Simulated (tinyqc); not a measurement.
# ESD clamp with bipolar snapback, compact model and design window, step by step

Program tinyqc, `OMP_NUM_THREADS=1 python tinyqc.py 2670059 2670060 out.jsonl`; Intel Xeon 2.30GHz, shared host, one thread, about 0.01 s. Printed values are rounded.

The drain junction multiplies the current that enters it: Igen = (M - 1)(Ic + I0), M = 1/(1 - (Vj/BV)^n). The generated holes leave through the substrate resistance and the base of the parasitic npn: Igen = Vb/Rb + Ic/be, Ic = Is exp(Vb/Vt). Terminal current I = Ic + I0 + Igen and voltage V = Vj + I Ro, per width. Isothermal, constant gain.

Parameters, values chosen for the exercise; values close to those of grounded-gate n-channel clamps:
```
symbol,value,unit,meaning
T,300,K,temperature
BV,10.5,V,junction breakdown voltage
n,4.2,,exponent of the multiplication
be,8.6,,current gain of the parasitic npn
Is,3.4e-18,A/um,saturation current
I0,1.7e-11,A/um,junction leakage
Rb,76000,ohm um,substrate resistance
Ro,300,ohm um,drain ballast and contact resistance
It2,11.3,mA/um,failure current for 100 ns
Wf,20,um,finger width
Nf,8,,number of fingers
Lv,2,kV,human-body-model level
Vox,13.2,V,oxide breakdown voltage for 100 ns
Vdd,2.5,V,supply voltage
```

Constants: q = 1.602176634e-19 C, kB = 1.380649e-23 J/K, Vt = kB T/q. Results are converted to the units shown.

## The snapback curve

Vb, point 0 to 8 (V): 0.05  0.3  0.41  0.47  0.52  0.678  0.826  0.846  0.876

For given Vb: Ic, Igen, M = 1 + Igen/(Ic + I0), Vj = BV (1 - 1/M)^(1/n), I and V.

```
point	Ic (uA/um)	M	Vj (V)	I (uA/um)	V (V)
0	2.35203e-11	38700.6	10.4999	0.657912	10.5001
1	3.72612e-7	2.27219e5	10.5000	3.94739	10.5012
2	2.62528e-5	1.24727e5	10.5000	5.39478	10.5016
3	2.67382e-4	21747.3	10.4999	6.18453	10.5017
4	0.00184967	3666.52	10.4993	6.84419	10.5014
5	0.834406	11.8076	10.2811	9.85250	10.2840
6	255.663	1.15879	6.54139	296.260	6.63026
7	554.183	1.13637	6.33794	629.755	6.52686
8	1768.61	1.12280	6.19944	1985.78	6.79517
```

V peaks at Vt1 = 10.50 V and falls to Vh = 6.527 V: once the npn supplies current, a small M feeds the base. At high current M tends to 1 + 1/be and Vj to BV (1 + be)^(-1/n) = 6.128 V.

## Iteration 1: base voltage at the failure current

Vb at the start = 0.79 V

I(Vb) = Ic (1 + 1/be) + I0 + Vb/Rb, I' = Ic (1 + 1/be)/Vt + 1/Rb; Newton steps on ln I: Vb(new) = Vb - ln(I/It2) I/I'. V follows from the introduction.

I = 0.0812982 mA/um
V = 7.33601 V
I' = 2.75583 mS/um
Vb after iteration 1 = 0.935568 V

## Iteration 2: base voltage at the failure current

As before.

I = 19.7868 mA/um
V = 12.0718 V
I' = 764.925 mS/um
Vb after iteration 2 = 0.921077 V

## Course of the iteration: base voltage at the failure current

Stop when Vb changes by less than 1e-10 V, or after 20 iterations. Vb must stay between 0 and 8 V.

Course of the iteration:
```
iteration	Vb (V)	|change| (V)
1	0.935568	0.146
2	0.921077	0.0145
3	0.921074	2.89e-6
4	0.921074	1.63e-13
```

Converged in 4 iterations. At the end the number of correct digits about doubles with each step.

## Design window and human-body level

Vt1 = 10.5017 V
Vh = 6.52684 V
Vt2 = 9.53136 V

Human-body model: 100 pF through 1500 ohm, peak current about (level - Vt2)/1500 ohm, decay time 150 ns. All fingers turn on before the first fails if Vt2 > Vt1; then the clamp carries Nf Wf It2, otherwise in the worst case Wf It2. Margins: Vh - 1.1 Vdd against latching in operation, Vox - max(Vt1, Vt2) for the protected oxide.

peak current = 1.32698 A
current the clamp carries = 0.226 A
level it withstands = 0.348531 kV
holding margin = 3.77684 V
oxide margin = 2.69826 V

Uniform turn-on is not assured; the clamp fails the level. Both margins are positive.
